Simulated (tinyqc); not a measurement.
Mobility of a non-polar semiconductor in the relaxation-time approximation: one step, computed by the program tinyqc. Command: `OMP_NUM_THREADS=1 python tinyqc.py 3013599 3013600 out.jsonl rta walk`. One thread of a shared host (Intel(R) Xeon(R) Processor @ 2.30GHz), about 0.01 s of CPU time with the checks.

Each valley is treated as a sphere of mass m_d for states and rates, with one isotropic relaxation time; the conductivity mass m_c sets the current.

Problem. Fermi level and screening. Parabolic band: E = hbar^2 k^2/(2 m), speed v = hbar k/m, states per spin, volume and energy g(E) = m k/(2 pi^2 hbar^2). Here m = m_d. Masses are multiplied by m_0 and all formulas are in SI units. The reduced Fermi level eta = E_F/(k_B T) solves n = 2 Z int g f dE with f = 1/(1 + exp(x - eta)) (Z = 1 unless valleys are given); screening length L_s = sqrt(eps_s eps_0 k_B T/(e^2 dn/deta)), dn/deta = 2 Z int g f (1 - f) dE. Integrals over x = E/(k_B T) use 160 Gauss-Legendre points in u = sqrt(x) from 0 to sqrt(max(eta, 0) + 32).

Inputs (values chosen for the exercise, modelled on electrons in germanium):
```
quantity                     value    unit
equivalent valleys Z             4       -
static permittivity eps_s       16       -
carrier density n          2.4e+16  1/cm^3
temperature T                  300       K
```

Band: parabolic. Impurity formula: Brooks-Herring. Further scattering: none.

density-of-states mass m_d = 0.2203829 m_0

Constants: k_B = 8.617333262e-05 eV/K; m_0 = 9.1093837015e-31 kg; e = 1.602176634e-19 C; hbar = 1.054571817e-34 J s; eps_0 = 8.8541878128e-12 F/m; k_B = 1.380649e-23 J/K.

Give: reduced Fermi level eta; screening length L_s.

Solution.

reduced Fermi level eta = -6.0692

screening length L_s = 30.874 nm

The gas is non-degenerate (eta < -2), and L_s is close to the Debye length.
